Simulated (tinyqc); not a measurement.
# Changing the aspect ratio of the trench

Model: chemical vapour deposition: Grove model, boundary layer, depletion and step coverage. Computed by tinyqc, a small Python program. Command: `OMP_NUM_THREADS=1 python tinyqc.py 3030883 3030884 out.jsonl cvd sweep`. One thread of a shared host (Intel(R) Xeon(R) Processor @ 2.30GHz), about 0.05 s of CPU time with the checks.

A precursor diffuses to the surface and reacts there at first order; each molecule that reacts adds one formula unit of film.

Inputs (values chosen for the exercise, close to those used for tungsten from its fluoride):
```
quantity,value,unit
prefactor k0 of k_s,5.3e+06,cm/s
activation energy E,0.722,eV
temperature T,400,C
total pressure p,760,torr
mole fraction of the precursor Y,0.0052,-
gas diffusivity D0 at 273.15 K and 760 torr,0.33,cm^2/s
precursor mass M,298,u
trench width w,0.11,um
```

Reactor: horizontal, atmospheric.

Constants: k_B = 1.380649e-23 J/K; u = 1.6605390666e-27 kg; k_B = 8.617333262e-05 eV/K.

Method:
- k_s = k0 exp(-E/(k_B T)); C_g = Y p/(k_B T), 1 torr = 133.322 Pa; D = D0 (T/273.15)^1.75 (760/p).
- Temperatures in kelvin are T(C) + 273.15.
- Mean speed c = sqrt(8 k_B T/(pi M)); reactive sticking probability beta = 4 k_s/c.
- In a long trench of width w and depth l = aspect ratio x w: Knudsen diffusivity D_K = (2w) c/3 (hydraulic diameter 2w), combined as 1/D_e = 1/D_K + 1/D; D_e d2C/dz2 = 2 k_s C/w with D_e dC/dz = -k_s C at the floor. With m = sqrt(2 k_s/(w D_e)): C(floor)/C(top) = 1/[cosh(m l) + (k_s/(D_e m)) sinh(m l)].

One run for each value:
```
aspect ratio of the trench,step coverage,modulus m l
2.0,9.9064e-01,0.1122
7.0,9.1800e-01,0.3925
13.0,7.6924e-01,0.7290
24.0,4.7596e-01,1.3458
46.0,1.4670e-01,2.5795
86.0,1.5654e-02,4.8225
160.0,2.4689e-04,8.9721
```

Give the missing row, aspect ratio of the trench = 3.7.

Computed row:
```
aspect ratio of the trench  step coverage  modulus m l
3.7                            9.7327e-01       0.2075
```

Interpolating between the two neighbouring rows (the first column on a logarithmic scale, the others too where they are positive) misses most in step coverage, by 2.0 %. Over the rows, step coverage falls from 0.991 to 2.47e-4 (exponent d ln y / d ln x -0.029 between the first rows and -6.7 between the last); modulus m l rises from 0.112 to 8.97 (exponent d ln y / d ln x about 1.00 throughout). The exponent of modulus m l stays at 1: the modulus is proportional to depth. Coverage stays near 1 while m l is below about 0.3 and falls as 1/cosh(m l) beyond. Left out: 300 (the sticking probability or the modulus is out of range).

Caution (all rows): the hydraulic-diameter form of D_K is rough for a slit.
